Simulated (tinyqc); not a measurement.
A log to judge: two-sublattice mean-field magnet: ferrimagnet, compensation points and susceptibility. Computed by tinyqc. Command: `OMP_NUM_THREADS=1 python tinyqc.py 3000149 3000150 out.jsonl ferri walk`. One thread of a shared host (Intel(R) Xeon(R) Processor @ 2.30GHz), about 0.01 s of CPU time with the checks.

A random alloy A(1-x)B(x) with H = -sum over pairs J S_i.S_j. a = <S_A> and b = <S_B> are taken along z, a > 0. Exchange fields: h_A = (1 - x) zJ_AA a + x zJ_AB b, h_B = (1 - x) zJ_AB a + x zJ_BB b; a = S_A B_(S_A)(S_A h_A/(k_B T)) and likewise for b, with the Brillouin function B_S(y) = [(2S + 1)/(2S)] coth[(2S + 1) y/(2S)] - [1/(2S)] coth[y/(2S)].

Inputs (values chosen for the exercise, for a model ferrimagnet):
```
quantity,value,unit
spin S_A,1,-
spin S_B,3.5,-
fraction x of B sites,0.45,-
z J_AA,56.2,meV
z J_BB,5.7,meV
z J_AB,-15,meV
T over T_c,0.98,-
largest number of steps,40,-
```

Constants: k_B = 8.617333262e-05 eV/K.

Method. Linearised, T (a, b) = M (a, b) with M_ij = S_i (S_i + 1) c_j zJ_ij/(3 k_B), c_A = 1 - x, c_B = x. T_c is the larger eigenvalue, and its eigenvector gives b/a at onset, (T_c - M_AA)/M_AB. Repeat from a = S_A, b = -S_B until a and b change by less than 1e-10.

Iteration:
```
step,a,b,largest change
1,1.00000,-3.50000,1.24277e+00
2,0.80952,-2.25723,4.35321e-01
3,0.68941,-1.82191,2.41463e-01
4,0.61222,-1.58045,1.58950e-01
5,0.55805,-1.42150,1.14469e-01
6,0.51759,-1.30703,8.72167e-02
...,...,...,...
35,0.28368,-0.69243,4.36439e-03
36,0.28194,-0.68807,4.11422e-03
37,0.28030,-0.68396,3.88208e-03
38,0.27875,-0.68007,3.66630e-03
39,0.27728,-0.67641,3.46541e-03
40,0.27590,-0.67294,3.27811e-03
```

Can the last value be used, and what does the course show?

No. Not converged within the cap: the change shrinks by only 0.946 a step, since near T_c the map has a slope close to 1. The error left is about 0.061. Reruns converge with largest number of steps = 3000. Reruns still fail with largest number of steps = 80.
